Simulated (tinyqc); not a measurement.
Admittance spectroscopy and thermally stimulated current of one trap level in a depletion layer. Changing the trap density N_t. Computed by tinyqc, a small Python program. Command: `OMP_NUM_THREADS=1 python tinyqc.py 3110527 3110528 out.jsonl admit sweep`. One thread of a shared host (Intel(R) Xeon(R) Processor @ 2.30GHz), about 0.01 s of CPU time with the checks.

A Schottky junction on n-type material holds one donor-like electron trap; shallow donors are fully ionised and abrupt depletion edges are assumed.

Inputs (values chosen for the exercise, modelled on n-type silicon):

| quantity | value | unit |
|---|---|---|
| dielectric constant eps | 11.6 | - |
| density-of-states mass m | 1.09 | m_0 |
| shallow doping N | 1.9e+16 | 1/cm^3 |
| trap depth E_t below the band | 0.427 | eV |
| capture cross section sigma | 1.6e-15 | cm^2 |
| band bending V_b | 0.96 | V |
| test frequency f | 300 | Hz |

Constants: k_B = 1.380649e-23 J/K; m_0 = 9.1093837015e-31 kg; h = 6.62607015e-34 J s; k_B = 8.617333262e-05 eV/K; eps_0 = 8.8541878128e-12 F/m; e = 1.602176634e-19 C.

Method:
- N_c = 2 (2 pi m k_B T/h^2)^(3/2), v_th = sqrt(3 k_B T/m), emission rate e_n = sigma v_th N_c exp(-E_t/(k_B T)).
- Where the level crosses the Fermi level capture equals emission, so the trap follows the signal with the rate 2 e_n; G/omega peaks at omega = 2 e_n (the correction for large N_t/N is left out).
- Solve 2 e_n(T_p) = 2 pi f.
- With E_c - E_F = k_B T_p ln(N_c/N): lambda = sqrt(2 eps eps_0 (E_t - (E_c - E_F))/(e^2 N)); traps are empty and charged for x < x_t = w - lambda, and V_b = e (N w^2 + N_t x_t^2)/(2 eps eps_0). High frequency: C_hf = eps eps_0/w. Low frequency: C_lf = eps eps_0 (N + N_t)/(N w + N_t x_t).

One run for each value:

| trap density N_t (1/cm^3) | step (C_lf - C_hf)/C_hf | small-N_t estimate (N_t/N)(lambda/w) | depletion width w (nm) |
|---|---|---|---|
| 1.90e+14 | 0.0053 | 0.005 | 254.2 |
| 4.10e+14 | 0.0115 | 0.012 | 253.9 |
| 8.60e+14 | 0.0238 | 0.024 | 253.3 |
| 1.80e+15 | 0.0490 | 0.051 | 252.0 |
| 3.90e+15 | 0.1025 | 0.112 | 249.3 |
| 8.40e+15 | 0.2062 | 0.247 | 244.2 |
| 1.80e+16 | 0.3914 | 0.548 | 235.5 |
| 3.80e+16 | 0.6866 | 1.221 | 223.0 |

What does the table show, and why?

Over the rows, step (C_lf - C_hf)/C_hf rises from 0.00533 to 0.687 (exponent d ln y / d ln x 0.99 between the first rows and 0.75 between the last); small-N_t estimate (N_t/N)(lambda/w) rises from 0.00535 to 1.22 (exponent d ln y / d ln x 1.0 between the first rows and 1.1 between the last); depletion width w (nm) falls from 254 to 223 (exponent d ln y / d ln x -0.0016 between the first rows and -0.073 between the last). At the low end the exponent of step (C_lf - C_hf)/C_hf is 0.99, close to 1: a dilute trap.

Caution (rows 8.40e15, 1.80e16, 3.80e16): N_t/N is not small, so the peak moves away from omega = 2 e_n.

Extremes, crossings and ranges named in words are read from the listed rows.
